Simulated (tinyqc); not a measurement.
Inside a calculation. Model: time-domain thermoreflectance: layered heat flow under a modulated pulse train, and what the signal ratio measures. Computed by tinyqc, a small Python program that keeps every step. Command: `OMP_NUM_THREADS=1 python tinyqc.py 3113042 3113043 out.jsonl tdtr walk`. One thread of a shared host (Intel(R) Xeon(R) Processor @ 2.30GHz), about 0.1 s of CPU time with the checks. Intermediate numbers are printed to about 6 digits and carried at full precision; extremes and crossings named in words are read from the listed rows.

Pulses repeat at 80 MHz; heat is laid down at the surface, all layers are isotropic.

Inputs (values chosen for the exercise, modelled on aluminium on GaAs):

| quantity | value | unit |
|---|---|---|
| metal thickness d | 120 | nm |
| metal conductivity | 170 | W/(m K) |
| metal heat capacity | 2.42 | MJ/(m^3 K) |
| boundary conductance G under the metal | 36 | MW/(m^2 K) |
| substrate conductivity kappa | 44.8 | W/(m K) |
| substrate heat capacity C | 1.73 | MJ/(m^3 K) |
| modulation frequency f | 12 | MHz |
| spot radius w (1/e^2, pump and probe) | 6 | micrometre |
| delay t | 400 | ps |

Stack: metal, substrate.

## Length and time scales

Penetration depth sqrt(kappa/(pi f C)); effusivity sqrt(kappa C); cooling time of the metal d C_m/G; Kapitza length kappa/G.

penetration depth = 0.828801 micrometre

effusivity = 8803.64 W s^(1/2)/(m^2 K)

cooling time of the metal = 8066.67 ps

Kapitza length = 1244.44 nm

depth over spot radius = 0.138134

## Impedance at k = 0 and the modulation frequency

For radial wave number k and angular frequency W each layer has u = sqrt(4 pi^2 k^2 + i W C/kappa) and gamma = kappa u. Surface impedance from below: Z = 1/gamma for the substrate; a layer of thickness L maps Z to (Z + tanh(u L)/gamma)/(1 + gamma Z tanh(u L)); a boundary adds 1/G. Take k = 0 and W = 2 pi f.

Z of the substrate = 9.25001-9.25001i m^2 K/GW

Z at the surface = 18.0142-19.7558i m^2 K/GW

## Response at the modulation frequency

Response per absorbed watt H(W) = 2 pi int_0^(2/w) Z(k, W) exp(-pi^2 k^2 w^2) k dk by 20 Gauss-Legendre points.

H(2 pi f) = 0.160534-0.161882i K/mW

phase of H(2 pi f) = -45.2395 degrees

## Signal at one delay

Signal: X + iY = sum_(m = -M..M) H(2 pi (f + m f_r)) exp(i 2 pi m f_r t) exp(-pi (m/M)^2 x 4), f_r = 80 MHz, M = 4000, with H(-W) the complex conjugate of H(W); V_in = X, V_out = Y, ratio = -V_in/V_out.

V_in = 0.372381 K/mW

V_out = -0.142967 K/mW

ratio -V_in/V_out = 2.60467

## Ratio and sensitivities against delay

Sensitivity S = ln(ratio'/ratio)/ln(1.01) for a rise of one input by 1 %.

Ratio and sensitivities:

| t (ps) | ratio | S to kappa | S to G | S to d | S to C | S to w |
|---|---|---|---|---|---|---|
| 100 | 2.88542 | 0.201981 | 0.626730 | -0.88105 | 0.199739 | -0.181408 |
| 200 | 2.75890 | 0.200264 | 0.605274 | -1.00246 | 0.197852 | -0.178033 |
| 400 | 2.60467 | 0.196046 | 0.566463 | -0.95805 | 0.193430 | -0.171324 |
| 800 | 2.33980 | 0.188782 | 0.501084 | -0.87832 | 0.185769 | -0.160003 |
| 1500 | 1.97478 | 0.179513 | 0.413558 | -0.77197 | 0.175806 | -0.145257 |
| 2500 | 1.59177 | 0.172184 | 0.324968 | -0.66781 | 0.167429 | -0.131766 |
| 4000 | 1.19023 | 0.171006 | 0.235583 | -0.57411 | 0.164378 | -0.122245 |

The largest sensitivity in size at 100 ps is to d (-0.88). kappa and C enter almost alike, through the effusivity. At 400 ps an error of 3 % in d passes on as 15 % in kappa.

Checks made by the program: steady rise of a bare substrate, 1/(2 sqrt(pi) w kappa), from the same quadrature (relative difference below 1e-10).
